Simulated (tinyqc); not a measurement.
Time-dependent dielectric breakdown: cell percolation, Weibull statistics, area scaling and voltage extrapolation: one step, computed by the program tinyqc. Command: `OMP_NUM_THREADS=1 python tinyqc.py 3027081 3027082 out.jsonl tddb walk`. One thread of a shared host (Intel(R) Xeon(R) Processor @ 2.30GHz), about 0.01 s of CPU time with the checks.

The oxide is divided into columns of area a^2, each holding m = t_ox/a cells (m is taken as continuous). A share lambda(t) = (t/t_1)^alpha of the cells is defective, and a column whose cells are all defective breaks down.

Question. A sample of breakdown times. Each device fails at t = t63 (-ln(1 - u))^(1/beta). Sort the times; median rank F_i = (i - 0.3)/(n_s + 0.4) for n_s devices; W = ln(-ln(1 - F_i)).

characteristic life t63 = 558.4470 s

uniform random numbers u: [0.8299, 0.2590, 0.6572, 0.8392, 0.0211, 0.2940, 0.1317, 0.2423, 0.1705]

Weibull slope beta = 1.592308

Give: Weibull plot.

Answer.

Weibull plot:
```
i  t (s)     F_i   ln t       W
1   49.8  0.0745  3.909  -2.559
2  163.3  0.1809  5.096  -1.612
3  194.8  0.2872  5.272  -1.083
4  249.6  0.3936  5.520  -0.693
5  262.0  0.5000  5.569  -0.367
6  287.9  0.6064  5.663  -0.070
7  582.9  0.7128  6.368   0.221
8  799.7  0.8191  6.684   0.537
9  815.5  0.9255  6.704   0.955
```

Caution: t_1 is an input here; in a real oxide it changes with thickness at fixed voltage.
